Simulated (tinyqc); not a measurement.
Equal layers of growing thickness: short-period [001] superlattice in sp3s* tight binding.

Planes alternate anion, cation along [001], a/4 apart; at zero in-plane momentum s, pz, s* form one block. All levels of A are shifted so that its Ev (lower root of [[Epa, Vxx], [Vxx, Epc]]) is 0, and those of B so that its Ev is -dEv. A monolayer is an anion plane and the cation plane above it; an anion between unlike cations takes the mean of the two anion levels; each bond takes the couplings of its cation. Block from an anion to the cation above: U with Vss/2 (s,s), Vsapc/2 (s,z), -Vscpa/2 (z,s), Vxx/2 (z,z), Vxapc/2 (s*,z), -Vpaxc/2 (z,s*); to the cation below: the same with the s-z and s*-z signs reversed. The cell of n + m monolayers is closed with the phase exp(2 pi i q). No spin-orbit coupling. In this block 2 (n + m) levels are filled.

For the two lowest empty levels at q = 0: energy, share of the cation weight on A, and Gamma character, the share of the cation amplitudes with Fourier index |j|/(n + m) < 1/4 along the stack (near 1: Gamma-like, near 0: folded from X).

Parameters, chosen for this exercise (A near a published set for GaAs, B for AlAs; not measured data):
- pA = (-8.336, 1.043, -2.65, 3.671, 8.602, 6.724, -6.442, 1.952, 5.068, 4.491, 5.801, 4.849, 4.794) eV (order Esa, Epa, Esc, Epc, Exa, Exc, Vss, Vxx, Vxy, Vsapc, Vscpa, Vxapc, Vpaxc)
- pB = (-7.549, 0.984, -1.16, 3.588, 7.492, 6.727, -6.658, 1.873, 4.296, 5.125, 5.503, 4.521, 5.006) eV (the same for B)
- dEv = 0.57 eV (valence offset: Ev(B) lies this far below Ev(A))
- a = 5.649 angstrom (lattice constant, taken common; strain is left out)

n = m.

Lowest empty levels:

| n = m | layer (angstrom) | E1 (eV) | on A | Gamma | E2 (eV) | on A | Gamma |
|---|---|---|---|---|---|---|---|
| 2 | 5.6 | 1.8570 | 0.39 | 0.04 | 1.9271 | 0.68 | 0.90 |
| 3 | 8.5 | 1.8149 | 0.15 | 0.00 | 1.8950 | 0.73 | 0.94 |
| 4 | 11.3 | 1.7708 | 0.10 | 0.03 | 1.8699 | 0.76 | 0.96 |
| 6 | 16.9 | 1.7329 | 0.04 | 0.02 | 1.7900 | 0.08 | 0.00 |
| 8 | 22.6 | 1.7209 | 0.07 | 0.06 | 1.7415 | 0.88 | 0.95 |
| 10 | 28.2 | 1.6974 | 0.94 | 0.98 | 1.7182 | 0.01 | 0.01 |
| 12 | 33.9 | 1.6668 | 0.96 | 0.99 | 1.7140 | 0.01 | 0.00 |
| 14 | 39.5 | 1.6442 | 0.97 | 1.00 | 1.7100 | 0.00 | 0.00 |
| 18 | 50.8 | 1.6142 | 0.98 | 1.00 | 1.7069 | 0.00 | 0.00 |

How do the results move, and what explains it?

At zero in-plane momentum (the in-plane X valleys are left out) the lowest level is X-like for n = 2, 3, 4, 6 and 8 and Gamma-like for the others (a Gamma weight between about 0.35 and 0.65 marks an even mixture, at the crossover). Thin layers push the light Gamma electron up past the heavy X electron, whose share on A runs from 0.04 to 0.39, so for n = 3, 4, 6 and 8 it lies apart from the holes in A (type II); the crossover lies between n = 8 and 10. The crossover moves with dEv and with the electron mass, which this model makes too heavy, so it comes at thinner layers than in the real system. At n = 18 the lowest level lies 0.070 eV above the lowest bulk edge of the two crystals, with 98 % of its cation weight on A.

tinyqc: `OMP_NUM_THREADS=1 python tinyqc.py 1450706 1450707 out.jsonl`; about 0.3 s, one thread, shared Intel(R) Xeon(R) Processor @ 2.30GHz.
